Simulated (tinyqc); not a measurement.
Bethe-Salpeter matrix of a two-band chain (Tamm-Dancoff form), step by step. Values are carried at full precision from step to step, so a last printed digit may differ when a step is redone from the rounded ones.

One valence and one conduction band, lattice period 1, mesh k = 2 pi j/N. Pair energies D(k) = Eg + 2 t sum(1 - cos k), t = tc + tv. Screened attraction W(R) = U at R = 0 and V/|R| otherwise, R over the N cells with the nearest image; W(q) = sum_R W(R) cos(q R). H(k, k') = D(k) delta - W(k - k')/Nk + 2 J/Nk for singlets (J = 0 for triplets), Nk the number of k points. With a constant transition dipole the strength of a state is f = (sum_k A_k)^2/Nk, and the f sum to 1.

Parameters, chosen for this exercise:
- Eg = 5.4 eV (quasiparticle gap)
- tc = 0.14 eV (conduction hopping)
- tv = 0.18 eV (valence hopping)
- U = 0.75 eV (attraction in the same cell)
- V = 0 eV (attraction at one cell distance)
- J = 0.22 eV (exchange in the same cell)
- N = 10 (k points along each axis)

## Pair energies and the kernel

List D(k), W(R) and W(q) on the mesh.

Mesh values (eV):
```
index j  D(k_j)  W(R = j)  W(q_j)
j0       5.4000    0.7500  0.7500
j1       5.5222    0.0000  0.7500
j2       5.8422    0.0000  0.7500
j3       6.2378    0.0000  0.7500
j4       6.5578    0.0000  0.7500
j5       6.6800    0.0000  0.7500
j6       6.5578    0.0000  0.7500
j7       6.2378    0.0000  0.7500
j8       5.8422    0.0000  0.7500
j9       5.5222    0.0000  0.7500
```

## The singlet matrix

Fill in H.

H (eV), lower triangle:
```
         j0       j1       j2       j3       j4       j5       j6       j7       j8      j9
j0   5.3690
j1  -0.0310   5.4912
j2  -0.0310  -0.0310   5.8112
j3  -0.0310  -0.0310  -0.0310   6.2068
j4  -0.0310  -0.0310  -0.0310  -0.0310   6.5268
j5  -0.0310  -0.0310  -0.0310  -0.0310  -0.0310   6.6490
j6  -0.0310  -0.0310  -0.0310  -0.0310  -0.0310  -0.0310   6.5268
j7  -0.0310  -0.0310  -0.0310  -0.0310  -0.0310  -0.0310  -0.0310   6.2068
j8  -0.0310  -0.0310  -0.0310  -0.0310  -0.0310  -0.0310  -0.0310  -0.0310   5.8112
j9  -0.0310  -0.0310  -0.0310  -0.0310  -0.0310  -0.0310  -0.0310  -0.0310  -0.0310  5.4912
```

## Exciton levels and strengths

Diagonalise. For the lowest state give the amplitudes A_k (norm 1, largest positive) and f = (sum_k A_k)^2/Nk, Nk the size of the matrix.

levels (eV): 5.3265  5.4674  5.5222  5.7841  5.8422  6.1809  6.2378  6.5075  6.5578  6.6636

amplitudes of the lowest state: j0 0.862, j1 0.324, j2 0.123, j3 0.070, j4 0.051, j5 0.047, j6 0.051, j7 0.070, j8 0.123, j9 0.324

f of the lowest state = 0.418

The lowest state lies 0.0735 eV below the gap Eg = 5.4 eV and holds 42 % of the strength, against 10 % for one free pair. On a fine mesh the triplet and singlet bindings are 0.3460 and 0.0711 eV.

## Spectrum with and without the kernel

Distinct levels with their degeneracy and summed f, for singlets, beside the sorted triplet levels and free pairs.

Singlets:
```
E (eV)  degeneracy       f
5.3265           1  0.4178
5.4674           1  0.1149
5.5222           1  0.0000
5.7841           1  0.1622
5.8422           1  0.0000
6.1809           1  0.1576
6.2378           1  0.0000
6.5075           1  0.1209
6.5578           1  0.0000
6.6636           1  0.0267
```

triplet levels (eV): 5.0540  5.4444  5.5222  5.7333  5.8422  6.1295  6.2378  6.4719  6.5578  6.6569

free pairs (eV): 5.4000  5.5222  5.5222  5.8422  5.8422  6.2378  6.2378  6.5578  6.5578  6.6800

4 of the 10 singlets are dark; those whose amplitude vanishes at R = 0 also feel neither U nor J. The lowest singlet lies 0.2725 eV above the lowest triplet; first order gives 2 J f = 0.3345 eV with the f of the triplet envelope. The centre of the spectrum, sum f E = 5.7300 eV, equals mean D - U + 2J = 5.7300 eV.

## Checks

- Levels from the matrix in the electron-hole distance R against those in k: they agree to 1e-10 or better.
- Triplet binding on 200 points against the formula sqrt(4 t^2 + U^2) - 2t, eV: both 0.3460.

Program tinyqc; command `OMP_NUM_THREADS=1 python tinyqc.py 1251608 1251609 out.jsonl`; about 0.1 s on one thread of a shared Intel(R) Xeon(R) Processor @ 2.30GHz.
